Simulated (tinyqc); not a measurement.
Inside a calculation. Method: CIS on RHF in the 6-31g basis, for H3+, spin multiplicity 1. One step of it, computed by the program tinyqc.

Question. CIS triplet states. Diagonalise A (1 hartree = 27.211386 eV); each vector has its largest component positive (the first on a tie).

CIS matrix A, triplet (hartree):
```
           1>2        1>3        1>4        1>5       1>6
1>2   0.145551  -0.000033   0.000047   0.100297  0.000072
1>3  -0.000033   0.503560   0.030610  -0.000092  0.133974
1>4   0.000047   0.030610   1.085749  -0.000075  0.024903
1>5   0.100297  -0.000092  -0.000075   1.205332  0.000062
1>6   0.000072   0.133974   0.024903   0.000062  1.243785
```

Give: triplet excitation energies; lowest vectors.

Answer.

triplet excitation energies (eV): 3.705  13.033  29.444  33.055  34.615

lowest vectors:
```
     state 1  state 2  state 3  state 4  state 5
1>2    0.996    0.000    0.000    0.093    0.000
1>3    0.000    0.984    0.014    0.000    0.176
1>4    0.000   -0.043    0.986   -0.001    0.159
1>5   -0.093    0.000    0.001    0.996    0.001
1>6    0.000   -0.171   -0.164   -0.001    0.972
```
